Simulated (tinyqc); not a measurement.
From results back to parameters: valley splitting of a silicon quantum well in envelope theory. Two cases, with inputs chosen for the exercise.

Problem. A dot straddles a single atomic step, which shifts the valley phase by theta = q a/4 = pi k0 (k0 in 2 pi/a). With the share t of the electron on the upper terrace, Ev = Ev0 |1 - t + t exp(i theta)|. Ev was computed from a hidden t below one half.

Case 1.

Values chosen (out of a larger set: near those of a strained Si well in SiGe; not measured data): Ev0 = 135 micro-eV (splitting on a flat terrace); k0 = 0.829 2 pi/a (valley position).

Ev = 69.774 micro-eV

Case 2.

Values chosen (out of a larger set: near those of a strained Si well in SiGe; not measured data): Ev0 = 93.9 micro-eV (splitting on a flat terrace); k0 = 0.845 2 pi/a (valley position).

Ev = 30.239 micro-eV

Find: t (1 - t); t; Ev at t = 1/2.

Solution. (Ev/Ev0)^2 = 1 - 2 t (1 - t)(1 - cos theta), a quadratic for t; at t = 1/2 the splitting is Ev0 |cos(theta/2)|.

Case 1.

t (1 - t) = 0.1971
t = 0.27
Ev at t = 1/2 = 35.8 micro-eV

Case 2.

t (1 - t) = 0.2379
t = 0.39
Ev at t = 1/2 = 22.6 micro-eV

Computed by tinyqc, one run a case: `OMP_NUM_THREADS=1 python tinyqc.py N N+1 out.jsonl` with N = 1250982, 1251069; one thread of a shared Intel(R) Xeon(R) Processor @ 2.30GHz, about 0.2 s a run at most.
